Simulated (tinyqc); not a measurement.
From results back to parameters: spherical quantum dot.

Problem. The transition energy below was computed from a hidden radius.

Brus estimate with the correlation term of Kayanuma, both carriers between hard walls (the gap is indirect in the bulk, which the estimate ignores): E = Eg + c (pi/R)^2 (1/mw + 1/mh) - 1.786 q/(eps R) - 0.248 Ry*, with q = e^2/(4 pi eps0), Ry* = Ry mu/eps^2, 1/mu = 1/mw + 1/mh, a* = a0 eps/mu, c = hbar^2/2m0. It assumes R below about a*.

Constants: hbar^2/2m0 = 3.80998211 eV angstrom^2; e^2/(4 pi eps0) = 14.39964547 eV angstrom; Ry = 13.60569312 eV; a0 (Bohr radius) = 0.5291772105 angstrom; hc = 1239.841984 eV nm.

Values chosen for the exercise (near those of a Si dot in SiO2, with the mean mass 3/(2/mt + 1/ml) for all six valleys; the results hold for these values, not for the real material): Eg = 1.13 eV (bulk gap); mw = 0.266 m0 (mass inside); mh = 0.54 m0 (hole mass); eps = 11.4 (dielectric constant inside).

E = 2.040764 eV

Find: E - Eg + 0.248 Ry*; R.

Solution. With u = 1/R the formula is a quadratic A u^2 - B u - D = 0, A = c pi^2/mu, B = 1.786 q/eps, D = E - Eg + 0.248 Ry*; for D > 0 it has one positive root, R = 2A/(B + sqrt(B^2 + 4 A D)). Hard walls and parabolic bands overstate so large a shift, so a real dot of this energy is smaller.

E - Eg + 0.248 Ry* = 0.9154 eV
R = 14.0 angstrom

Run: tinyqc, `OMP_NUM_THREADS=1 python tinyqc.py 1280038 1280039 out.jsonl`; Intel(R) Xeon(R) Processor @ 2.30GHz, one thread, shared host; about 0.05 s of CPU time with all checks.
